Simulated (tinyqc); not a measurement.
Inside a calculation: thresholds of impact ionisation and Auger recombination from band masses. Values are carried at full precision from step to step, so a last printed digit may differ when a step is redone from the rounded ones.

Parabolic bands, no phonon. At threshold the three slow carriers share one velocity. With M their total mass and m4 the mass of the fast carrier, the fast carrier has the kinetic energy E_T = G M/(M - m4) and the slow ones together E_a = G m4/(M - m4), the activation energy of the Auger rate. CCCH (fast electron): G = Eg, M = 2 me + mh, m4 = me. CHHS (hole into the split-off band): G = Eg - Dso, M = 2 mh + me, m4 = ms; this form holds for Eg > Dso (below, the process needs about Dso - Eg and is marked by a dash). CHHL (hole into the light band): G = Eg, M = 2 mh + me, m4 = ml. CHHH (fast heavy hole): G = Eg, M = 2 mh + me, m4 = mh.

Constants: kB = 8.617333262e-05 eV/K; hbar^2/2m0 = 3.80998211 eV angstrom^2.

Parameters, chosen for this exercise (near those of GaSb, gap at low temperature and not tied to T; shifted at random, so the results belong to these values and not to a real crystal): Eg = 0.79 eV (gap at Gamma to the s-like level); Dso = 0.744 eV (spin-orbit splitting); me = 0.0388 m0 (electron mass at Gamma); mh = 0.38 m0 (heavy-hole mass); ms = 0.121 m0 (split-off mass); ml = 0.0436 m0 (light-hole mass); T = 400 K (temperature).

## Thresholds of four processes

Give G, M, m4, E_T, E_a and E_a/kT.

Results:

| process | G (eV) | M | m4 | E_T (eV) | E_a (eV) | E_a/kT |
|---|---|---|---|---|---|---|
| CCCH | 0.7900 | 0.4576 | 0.0388 | 0.8632 | 0.0732 | 2.12 |
| CHHS | 0.0460 | 0.7988 | 0.1210 | 0.0542 | 0.0082 | 0.24 |
| CHHL | 0.7900 | 0.7988 | 0.0436 | 0.8356 | 0.0456 | 1.32 |
| CHHH | 0.7900 | 0.7988 | 0.3800 | 1.5068 | 0.7168 | 20.80 |

The lowest activation energy is that of CHHS (8 meV), then CHHL (46 meV). CHHS leads because G = Eg - Dso is small. At equal G a light fast carrier takes up the energy with little momentum, so little is asked of the slow ones; CHHH asks 0.91 Eg. For equal masses E_T would be 3/2 Eg; for electrons here it is 1.093 Eg.

## Momenta at the CCCH threshold

At the threshold of the parabolic CCCH process the fast electron has E_T = Eg M/(M - me), M = 2 me + mh, and the slow carriers E_a = E_T - Eg together. It has k4 = sqrt(me E_T/c), c = hbar^2/2m0; the slow carriers share k4 in proportion to their masses. Give the wave vectors and kinetic energies, and check that they add up to E_a.

k4 = 0.09376 1/angstrom

electron, electron, hole (1/angstrom): 0.00795  0.00795  0.07786

their kinetic energies (meV): 6.21  6.21  60.78

sum = 73.19 meV

The hole carries 83 % of the momentum and of the energy of the slow carriers.

## Non-parabolicity raises the threshold

Non-parabolic fast electron: E (1 + alpha E) = c k^2/me with alpha = (1 - me)^2/Eg; the slow carriers stay parabolic, so E_T = Eg + me E_T (1 + alpha E_T)/M, M = 2 me + mh (the root between Eg and 1.9 Eg).

Give alpha, E_T, E_a = E_T - Eg and k4.

alpha = 1.1695 1/eV
E_T = 0.9638 eV
E_a = 0.17385 eV
k4 = 0.14450 1/angstrom

E_a is 2.38 times the parabolic value, since an electron at E_T above the edge has 1 + alpha E_T = 2.13 times the squared momentum, and E_T itself is 1.12 times higher. In the real crystal the L valleys lie below this energy, so the fast electron may not stay in the Gamma valley.

## Temperature dependence

For non-degenerate carriers at fixed densities the Auger coefficient goes as exp(-E_a/kT), up to slowly varying powers of T. Give exp(-E_a/kT) for the parabolic and the non-parabolic CCCH value, and the characteristic temperature T0 = kT^2/E_a of each.

Boltzmann factors: 0.1196  0.006451

T0 (K): 188  79

Non-parabolicity lowers the factor by 19 times; direct CCCH is weak, so processes with lower thresholds can lead.

## Checks

- Largest energy that an electron at k4 can give to a pair, by numerical search, against Eg (eV): both 0.7900.

Run: tinyqc, `OMP_NUM_THREADS=1 python tinyqc.py 1880490 1880491 out.jsonl`; Intel(R) Xeon(R) Processor @ 2.30GHz, one thread, shared host; about 0.01 s of CPU time with all checks.
